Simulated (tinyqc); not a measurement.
Time-dependent dielectric breakdown: cell percolation, Weibull statistics, area scaling and voltage extrapolation. From one set of inputs to another, one input at a time. Computed by tinyqc, a small Python program. Command: `OMP_NUM_THREADS=1 python tinyqc.py 3024217 3024218 out.jsonl tddb ladder`. One thread of a shared host (Intel(R) Xeon(R) Processor @ 2.30GHz), about 0.01 s of CPU time with the checks.

The oxide is divided into columns of area a^2, each holding m = t_ox/a cells (m is taken as continuous). A share lambda(t) = (t/t_1)^alpha of the cells is defective, and a column whose cells are all defective breaks down.

The inputs printed are set A. Inputs not listed in the table keep their values of set A, so the rows need not describe a real material.

Inputs (values chosen for the exercise, for a model gate oxide):

| quantity | value | unit |
|---|---|---|
| oxide thickness t_ox | 4.9 | nm |
| defect cell size a | 1.1 | nm |
| exponent alpha of defect growth | 0.59 | - |
| time t_1 at which the occupied share would reach 1 | 31000 | s |
| test area A | 0.1 | um^2 |

Method. Failure fraction F = 1 - (1 - lambda^m)^N with N = A/a^2 columns, which for small lambda^m is 1 - exp(-(t/t63)^beta) with beta = alpha m and t63 = t_1 N^(-1/beta); critical share lambda(t63) = N^(-1/m). 1 um^2 = 1e6 nm^2.

Each row keeps all changes above it:

| input moved | from | to | characteristic life t63 (s) | Weibull slope beta | critical share of defective cells |
|---|---|---|---|---|---|
| set A | - | - | 4.173e+02 | 2.628 | 0.07873 |
| exponent alpha of defect growth | 0.59 | 0.44 | 9.607e+01 | 1.960 | 0.07873 |
| test area A (um^2) | 0.1 | 0.2 | 6.745e+01 | 1.960 | 0.06738 |
| defect cell size a (nm) | 1.1 | 1.2 | 4.256e+01 | 1.797 | 0.05503 |
| oxide thickness t_ox (nm) | 4.9 | 4.4 | 2.013e+01 | 1.613 | 0.03958 |
| time t_1 at which the occupied share would reach 1 (s) | 31000 | 100000000 | 6.492e+04 | 1.613 | 0.03958 |

Which inputs carry the difference?

Characteristic life t63 goes from 417 to 64900, a factor 156 in all. The largest single move comes from time t_1 at which the occupied share would reach 1 (a factor 3230), and exponent alpha of defect growth works against it (a factor 0.230). Weibull slope beta goes from 2.63 to 1.61, a factor 0.614 in all. The largest single move comes from exponent alpha of defect growth (a factor 0.746). Critical share of defective cells goes from 0.0787 to 0.0396, a factor 0.503 in all. The largest single move comes from oxide thickness t_ox (a factor 0.719). The single moves hold for this order of the switches; the total does not depend on the order.

Caution (all rows): t_1 is an input here; in a real oxide it changes with thickness at fixed voltage.

Extremes, crossings and ranges named in words are read from the listed rows.
